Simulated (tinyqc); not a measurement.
Worked calculation: trap in a gate oxide as a short-range spherical well. Values are carried at full precision from step to step, so a last printed digit may differ when a step is redone from the rounded ones.

A spherical well of radius R and depth V0 below the conduction edge, one mass m, c = hbar^2/2m0. The s level at binding Et solves k cot(k R) = -kappa with k = sqrt(m (V0 - Et)/c), kappa = sqrt(m Et/c); it exists for V0 > Vc = c (pi/2R)^2/m. Outside, psi falls as exp(-kappa r)/r.

Constants: hbar^2/2m0 = 3.80998211 eV angstrom^2; fine-structure constant alpha = 0.007297352564; hc = 1239.841984 eV nm; kB = 8.617333262e-05 eV/K.

Parameters, chosen for this exercise (near those of SiO2 on 4H SiC; not measured data): R = 3.6 angstrom (radius of the well); V0 = 6.13 eV (depth of the well); m = 0.44 m0 (mass); n_r = 1.45 (refractive index); dEc = 2.76 eV (conduction offset to the channel); Fox = 3.9 MV/cm (oxide field, lowering levels away from the channel); t0 = 7.9 x 1e-11 s (time constant at the interface); T = 300 K (temperature); EF = 0.06 eV (Fermi level above the channel edge); x = 12 angstrom (depth of the trap).

## The bound level

Solve for Et; the share outside is [sin^2(kR)/(2 kappa)]/[sin^2(kR)/(2 kappa) + R/2 - sin(2kR)/(4k)].

Et = 2.6377 eV
k = 0.6351 1/angstrom
kappa = 0.5519 1/angstrom
share outside = 0.191
Vc = 1.649 eV

The well is 3.72 times the critical depth. Since dEt/dV0 equals the share inside, 0.81, a 1 % change of V0 moves Et by 1.9 %. The decay length is 1.8 angstrom, 0.5 times R.

## Peak of the photo-ionisation cross-section

Lucovsky model (delta well, plane-wave final states, no local-field factor): sigma = (32 pi alpha c/(3 n_r m Et)) (x - 1)^(3/2)/x^3, x = h nu/Et, c = hbar^2/2m0; 1 angstrom^2 = 1e-16 cm^2.

The maximum lies at x = 2. Give the photon energy, its wavelength and sigma there.

h nu = 5.275 eV
wavelength = 235 nm
sigma = 6.92 x 1e-18 cm^2

With 19 % of the state outside the well the delta-well form is only a rough model of this centre.

## Level, tunnelling time and occupation

Energies from the conduction edge of the channel. The trap level at depth x is E_T = dEc - Et - e Fox x (1 MV/cm = 0.01 eV/angstrom). An electron at the channel edge tunnels with the WKB exponent S = (4/3) sqrt(m/c) [dEc^(3/2) - (dEc - e Fox x)^(3/2)]/(e Fox), c = hbar^2/2m0; tau = t0 exp(S); the occupation is f = 1/(1 + exp((E_T - EF)/kB T)), tau_c = tau/f and tau_e = tau/(1 - f). Lattice relaxation is left out; a level below the channel edge needs phonons as well, so tau is then a lower bound, while a level above it can also empty elastically at its own energy, through a thinner barrier, faster than this tau.

Give E_T, S, tau and ln(tau_c/tau_e) = (E_T - EF)/kB T.

E_T = -0.346 eV
S = 12.958
tau = 3.35e-05 s
ln(tau_c/tau_e) = -15.7

The level lies 16 kB T below EF, so the trap is mostly filled. A flat barrier would give S = 2 sqrt(m dEc/c) x = 13.55.

## Checks

- Et from the radial equation on a grid against the matching condition, eV: both 2.64.

Computed by tinyqc, a small Python program: `OMP_NUM_THREADS=1 python tinyqc.py 1252160 1252161 out.jsonl` (the numbers bound the seed that draws the inputs); one thread of a shared host (Intel(R) Xeon(R) Processor @ 2.30GHz), about 0.01 s for the whole set of steps.
